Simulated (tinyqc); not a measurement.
Inside a calculation. Model: epitaxial growth on a vicinal surface: Burton-Cabrera-Frank step flow, step-edge barrier and island nucleation. Computed by tinyqc, a small Python program that keeps every step. Command: `OMP_NUM_THREADS=1 python tinyqc.py 3014806 3014807 out.jsonl stepflow walk`. One thread of a shared host (Intel(R) Xeon(R) Processor @ 2.30GHz), about 0.01 s of CPU time with the checks. Intermediate numbers are printed to about 5 digits and carried at full precision; extremes and crossings named in words are read from the listed rows.

Adatoms land at rate F, hop on a square grid (a simplification for hexagonal faces), desorb, or join steps. Lengths are in units of a and n is the adatom coverage. Steps ascend at x = 0 and descend at x = l.

Inputs (values chosen for the exercise, close to those used for 4H-SiC(0001)):
```
quantity,value,unit
site spacing a,3.08,angstrom
step height h,2.52,angstrom
diffusion barrier E_d,1.72,eV
desorption energy E_a,3.76,eV
adatom formation energy E_f,1.7,eV
step-edge barrier E_s,0,eV
attempt frequency nu,10,THz
deposition rate F,0.17,layers/s
miscut angle,4,degrees
temperature T,1570,C
critical nucleus size i,1,-
```

Constants: k_B = 8.617333262e-05 eV/K.

## Scales

D = nu exp(-E_d/(k_B T)) (a^2/s, nu counted per direction); tau = exp(E_a/(k_B T))/nu; x_s = sqrt(D tau); n_eq = exp(-E_f/(k_B T)); terrace width l = h/(a tan(miscut)); Schwoebel length l_s = exp(E_s/(k_B T)) - 1. Temperatures in kelvin are T(C) + 273.15.

D = 1.9813e+08 a^2/s

lifetime tau = 0.0019102 s

diffusion length x_s = 615.20 a

equilibrium coverage n_eq = 2.2472e-05

terrace width l = 11.701 a

Schwoebel length l_s = 0 a

l/x_s = 0.0190: nearly every adatom reaches a step.

## Terrace solution

D n'' - n/tau + F = 0 with n(0) = n_eq and -l_s n'(l) = n(l) - n_eq. With u = n - F tau, A = n_eq - F tau, y = l/x_s, s = l_s/x_s: u = A cosh(x/x_s) + B sinh(x/x_s), B = A (1 - cosh y - s sinh y)/(sinh y + s cosh y). Flux into the ascending step J+ = D B/x_s, over the descending one J- = -(D/x_s)(A sinh y + B cosh y); step velocity J+ + J-; growth rate (J+ + J-)/l. For small y: J+ + J- = (F - n_eq/tau) l, J-/J+ = l/(l + 2 l_s). The coverage peaks where n' = 0, tanh(x/x_s) = -B/A.

J+ = 0.92569 atoms per step site and s

J- = 0.92569 atoms per step site and s

growth rate = 0.15823 layers/s

peak coverage = 2.2486e-05

position of the peak = 5.8503 a

6.9 % of the flux desorbs; even closely spaced steps lose n_eq/tau, 6.9 % of F. The ascending step takes 50.0 %, half, as there is no barrier.

## Step flow or islands

Island density on a flat surface without desorption: N = 0.25 (F/D)^(i/(i+2)) exp(E_i/((i+2) k_B T)) per site, with E_i = 0 for i = 1; spacing l_n = N^(-1/2). Step flow needs an effective width l_eff = 2 x(peak) below l_n.

island density N on a flat surface = 2.3756e-04 per site

island spacing l_n = 64.881 a

ratio l_eff/l_n = 0.18034

Steps capture adatoms before they meet: step flow. Caution: the prefactor 0.25 and the criterion are estimates, good to a factor of about two in length.

## Growth mode over temperature

x(peak) solves tanh(x/x_s) = -B/A. Rows where evaporation outweighs deposition are left out.

Scales:
```
T (C),x_s (a),l_s (a),incorporated share,l_n (a),l_eff/l_n
1370,1344.3,0,0.99894,52.084,0.22465
1420,1086.7,0,0.99670,55.293,0.21161
1470,889.2,0,0.99036,58.499,0.20001
1520,735.8,0,0.97344,61.696,0.18965
1570,615.2,0,0.93077,64.881,0.18034
1620,519.2,0,0.82840,68.048,0.17195
1670,442.1,0,0.59406,71.196,0.16434
1720,379.4,0,0.08024,74.320,0.15744
```

The ratio stays below 1: step flow in every row. Incorporation goes from 99.9 % to 8.0 %, as n_eq rises towards F tau or x_s falls below the terrace width: the window for smooth growth closes from above.

Checks made by the program: growth rate against F minus desorption, from a numerical solution (relative difference below 1e-10).
